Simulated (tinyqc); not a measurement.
Single-electron transistor, orthodox theory and master equation: linear conductance against temperature.

A metal island with n extra electrons joins the left lead (voltage V) and the right lead (0 V) by tunnel junctions and couples to a gate. Cs = CL + CR + Cg. Adding electron n + 1 costs mu(n) = [q (n + 1/2) - CL V - Cg Vg]/Cs (in volts); the Fermi levels are -V (left) and 0 (right). A jump that gains the energy W has the rate G(W) = (W/q)/(R [1 - exp(-W/Vt)]), W in volts, Vt = kB T/q. Sequential tunnelling only; I > 0 flows from left to right.

Onto the island: from the left W = -V - mu(n), from the right W = -mu(n); off the island (n + 1 to n): to the left W = mu(n) + V, to the right W = mu(n). Steady state: p(n + 1)/p(n) = (sum of on rates)/(sum of off rates), normalised. I = q sum_n [p(n + 1) (off to left) - p(n) (on from left)]. Enough charge states are kept that the digits shown do not change. The conductance is dI/dV at V = 0 times RL + RR, at Vg = q/(2 Cg) (peak) and Vg = 0 (valley).

Parameters, values chosen for the exercise: capacitance of the left junction CL = 1.2 aF; capacitance of the right junction CR = 1.2 aF; gate capacitance Cg = 1.5 aF; resistance of the left junction RL = 230 kohm; resistance of the right junction RR = 12000 kohm.

Constants: q = 1.602176634e-19 C, kB = 1.380649e-23 J/K, Vt = kB T/q. Results are converted to the units shown.

Results:
```
T (K)  kB T/(q^2/Cs)    peak    valley
11           0.02307  0.5000  1.682e-8
17           0.03566  0.5000  2.282e-5
43           0.09020  0.5002   0.04322
68            0.1426  0.5059    0.2048
110           0.2307  0.5504    0.4578
170           0.3566  0.6429    0.6313
260           0.5454  0.7426    0.7422
```

Estimate the missing row, T = 27 K.

Computed row:
```
T (K)  kB T/(q^2/Cs)    peak    valley
27           0.05664  0.5000  0.002587
```

With this row back in the table: At low temperature the peak is 0.500, the limit 1/2 of a metal island with only two charge states in play; it rises from 0.500 to 0.743, and the valley rises from 1.68e-8 to 0.742. Among the rows the valley is within 10 % of the peak from kB T = 0.36 q^2/Cs on: the oscillation is washed out.

Range of the model: Cotunnelling, which dominates deep in the blockade, is left out.

tinyqc, about 0.01 s, one thread, Intel Xeon 2.30GHz (shared host): `OMP_NUM_THREADS=1 python tinyqc.py 2780037 2780038 out.jsonl`
